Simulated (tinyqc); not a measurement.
CMOS inverter, nodal equation and switching: one step of the calculation.

An n-channel pull-down (bn, VTn) and a p-channel pull-up (bp, VTp) share the input Vin and the output node Vout, which carries the load C. Transistor (EKV form, voltages against the body): I = 2 n b Vt^2 [F(vp - Vs) - F(vp - Vd)] from drain to source, F(v) = ln^2(1 + exp(v/(2 Vt))), vp = (Vg - VT + sg |Vd - Vs|)/n. n-channel bodies are at 0; for the p-channel device all voltages are counted down from Vdd. b in uA/V^2 gives I in uA. Static: In = Ip. Transient: C dVout/dt = Ip - In. No velocity saturation, no gate capacitance beyond C.

Problem. Switching point and noise margins. VM solves In = Ip with Vin = Vout. VIL and VIH are the inputs at which the gain is -1; NML = VIL - Vout(VIH), NMH = Vout(VIL) - VIH.

Inputs (values chosen for the exercise): temperature T = 293 K; supply voltage Vdd = 0.6 V; slope factor n = 1.3; drain-induced barrier lowering sg = 0.046; n-channel threshold VTn = 0.35 V; p-channel threshold (magnitude) VTp = 0.33 V; gain factor of the pull-down transistor bn = 660 uA/V^2; gain factor of the pull-up transistor bp = 860 uA/V^2.

Constants: q = 1.602176634e-19 C, kB = 1.380649e-23 J/K, Vt = kB T/q. Results are converted to the units shown.

Find: VM; gain at VM; VIL; VIH; NML; NMH.

Solution.

VM = 0.31487 V
gain at VM = -21.728
VIL = 0.28454 V
VIH = 0.34685 V
NML = 0.26642 V
NMH = 0.23532 V

VM lies 15 mV above Vdd/2, and the low margin is the larger one. With both transistors saturated the size of the gain tends to 1/sg = 21.7; here it is 0.049 % below that.

Computed by the program tinyqc: `OMP_NUM_THREADS=1 python tinyqc.py 2340125 2340126 out.jsonl`, one thread of a shared Intel Xeon 2.30GHz, about 0.05 s for the whole run.
